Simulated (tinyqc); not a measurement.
# Trap density from two Hall measurements

Inverse problem. p-type body, charge-sheet picture, full ionisation (an idealisation for deep acceptors), Boltzmann statistics for free electrons. e = Ec - EF at the surface. psi = Eg - Vt ln(Nv/Na) - e; N_dep = sqrt(2 eps0 eps_r Na (psi - Vt)/q); n_f = sqrt(N_dep^2 + 2 eps0 eps_r Vt Nc exp(-e/Vt)/q) - N_dep; Vg = Vfb + psi + q (N_dep + n_t + n_f)/Cox, Cox = eps0 eox/tox. Find e and n_t at both points and the mean trap density between them.

Values chosen for this exercise; band and dielectric values close to those of 4H silicon carbide:
- T = 400 K (temperature)
- Eg = 3.32 eV (band gap)
- eps_r = 9.61 (relative permittivity)
- Nc = 2.57e19 cm^-3 (conduction-band density of states at T)
- Nv = 3.79e19 cm^-3 (valence-band density of states at T)
- eox = 3.9 (relative permittivity of the insulator)
- tox = 44 nm (insulator thickness)
- Na = 1.3e16 cm^-3 (acceptor density)
- Vfb = -2.09 V (flat-band voltage without trapped charge)

Constants: q = 1.602176634e-19 C, kB = 1.380649e-23 J/K, Vt = kB T/q, eps0 = 8.8541878128e-14 F/cm where lengths are in cm. Results are converted to the units shown.

Vg (V): [2.9285595, 4.0833650]
free sheet density from the Hall effect (cm^-2): [2.9728725e10, 1.8821890e11]

Solution. Each n_f fixes e; what the gate voltage holds beyond psi, N_dep and n_f is trapped; the difference quotient is the density, smeared over a few Vt.

e (eV): [0.190, 0.122]
n_t (cm^-2): [4.06e11, 7.72e11]
mean trap density = 5.39e12 cm^-2 eV^-1

tinyqc, about 0.02 s, one thread, Intel Xeon 2.30GHz (shared host): `OMP_NUM_THREADS=1 python tinyqc.py 2222083 2222084 out.jsonl`
